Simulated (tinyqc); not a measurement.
## Conversion gain and read noise from the photon-transfer curve

Inverse problem. Temporal variance = CG x mean output + vn^2 (dark signal removed), CG = q As/Cf. Find CG, vn, the read noise in electrons and Cf.

Inputs (values chosen for the exercise): source-follower gain As = 0.95.

Constants: q = 1.602176634e-19 C. Results are converted to the units shown.

temporal variance at mean outputs of 86 and 510 mV (mV^2): 5.703310043  33.76229909

Solution. Poisson statistics make the slope equal to CG; the intercept is vn^2.

CG = 66.18 uV/electron
vn = 110.0 uV
read noise = 1.662 electrons
Cf = 2.300 fF

Computed by the program tinyqc: `OMP_NUM_THREADS=1 python tinyqc.py 2630107 2630108 out.jsonl`, one thread of a shared Intel Xeon 2.30GHz, about 0.01 s for the whole run.
